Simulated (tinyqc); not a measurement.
# Memristor with linear dopant drift, Biolek window, step by step

Program tinyqc, `OMP_NUM_THREADS=1 python tinyqc.py 2880022 2880023 out.jsonl`; Intel Xeon 2.30GHz, shared host, one thread, about 0.1 s. Printed values are rounded.

A film of thickness D has a doped share x: R = Ron x + Roff (1 - x), i = v/R, dx/dt = k i F with k = mv Ron/D^2 and F = 1 - x^(2 p) for i >= 0 and 1 - (x - 1)^(2 p) for i < 0. The drive is v = V0 sin(2 pi f t). The model has no threshold and no heating.

Inputs (values chosen for the exercise):
- Ron = 200 ohm (resistance of the fully doped film)
- Roff = 16000 ohm (resistance of the undoped film)
- D = 10 nm (film thickness)
- mv = 8.2e-15 m^2/(V s) (dopant mobility)
- x0 = 0.21 (doped share at t = 0)
- V0 = 1.3 V (amplitude)
- p = 2 (window exponent)
- f = 3.5 Hz (frequency)

## Rate constant, charge and flux scales

k = mv Ron/D^2; R0 = R(x0); without a window the film fills (x = 1) after the charge (1 - x0)/k and the flux (R0^2 - Ron^2)/(2 k (Roff - Ron)); half a period supplies the flux V0/(pi f).

k = 16400 1/C
R0 = 12682.00 ohm
charge to fill = 48.17073 uC
flux to fill = 0.3102677 V s
flux of half a period = 0.1182294 V s

Half a period supplies 38.1 % of the flux to fill.

## Step 1: one Runge-Kutta step

x at step 0 = 0.21
j = 0

Step h = 1/(12 f), from t = j h. With g(t, x) = dx/dt: k1 = g(t, x), k2 = g(t + h/2, x + h k1/2), k3 = g(t + h/2, x + h k2/2), k4 = g(t + h, x + h k3), x(new) = x + h (k1 + 2 k2 + 2 k3 + k4)/6.

k1..k4 (1/s): 0.0000000  0.4342604  0.4369885  0.8495907
x at step 1 = 0.2202861

## Step 2: one Runge-Kutta step

j = 1

As before.

k1..k4 (1/s): 0.849468  1.216295  1.222853  1.525129
x at step 2 = 0.2490674

## Step 3: one Runge-Kutta step

j = 2

As before.

k1..k4 (1/s): 1.524493  1.739562  1.745210  1.855499
x at step 3 = 0.2901370

## One period

The 12 Runge-Kutta steps against a converged integration; i uses the converged x.

One period:
```
j    v (V)  x, coarse steps  x, converged  i (uA)
0    0.000           0.2100        0.2100     0.0
1    0.650           0.2203        0.2203    51.9
2    1.126           0.2491        0.2491    93.3
3    1.300           0.2901        0.2901   113.9
4    1.126           0.3335        0.3335   104.9
5    0.650           0.3669        0.3669    63.7
6    0.000           0.3795        0.3795     0.0
7   -0.650           0.3686        0.3686   -63.9
8   -1.126           0.3404        0.3404  -106.0
9   -1.300           0.3053        0.3053  -116.3
10  -1.126           0.2737        0.2737   -96.4
11  -0.650           0.2526        0.2526   -54.1
12   0.000           0.2453        0.2453     0.0
```

The current vanishes with the voltage (pinched loop). At the same voltage, j = 2 and 4, it is 93.3 uA on the way up and 105 uA on the way down. x peaks at 0.3795 at half period and ends at 0.2453, not at its starting value: this window differs for the two directions of the current. The coarse steps miss by at most 5.3e-6.
